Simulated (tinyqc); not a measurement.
Ways to converge the cycle: SCF convergence aids in the 3-21g basis, for HeH+, spin multiplicity 1. Computed by the program tinyqc with PySCF. 

Geometry (angstrom):
```
atom       x       y       z
He    0.0000  0.0000  0.0000
H     0.0000  0.0000  1.5260
```

lowest restricted solution found by these runs and by PySCF = -2.848386 hartree

RHF with one setting changed at a time; a run stops when the energy changes by less than 1e-09 hartree and the error matrix is below 1e-5. The start is the core Hamiltonian. Damping d keeps d of the old density; a shift (hartree) raises the virtual levels; DIIS n extrapolates F over n matrices.

Largest element of the error matrix X^T (FDS - SDF) X:
```
iteration    plain  damping 0.3  damping 0.6  shift 0.4   DIIS 3   DIIS 8
1          7.3e-01      7.3e-01      7.3e-01    7.3e-01  7.3e-01  7.3e-01
2          3.9e-02      2.5e-01      4.5e-01    1.2e-01  3.9e-02  3.9e-02
3          4.7e-03      8.1e-02      2.8e-01    2.1e-02  4.4e-03  4.4e-03
4          1.6e-03      2.6e-02      1.7e-01    1.1e-02  2.0e-04  2.0e-04
5          5.2e-04      8.2e-03      1.1e-01    6.2e-03  8.8e-06  9.3e-06
6          1.7e-04      2.4e-03      6.6e-02    3.4e-03  2.0e-07  1.6e-07
8          1.7e-05      4.8e-04      2.5e-02    9.8e-04        -        -
10               -      1.3e-04      9.3e-03    2.8e-04        -        -
14               -      1.0e-05      1.2e-03    2.4e-05        -        -
20               -            -      1.0e-04          -        -        -
30               -            -      4.4e-06          -        -        -
```

How each run ends:
```
run          iterations  E (hartree)         state
plain                 9     -2.84839  lowest found
damping 0.3          18     -2.84839  lowest found
damping 0.6          37     -2.84839  lowest found
shift 0.4            16     -2.84839  lowest found
DIIS 3                6     -2.84839  lowest found
DIIS 8                6     -2.84839  lowest found
```

6 of 6 runs reach the lowest restricted solution found, in 6 to 37 iterations (fastest: DIIS 3, DIIS 8). Plain steps already contract here, so damping only slows them. DIIS 3 and DIIS 8 gain by cancelling the error over several earlier matrices, much as a quasi-Newton step does.
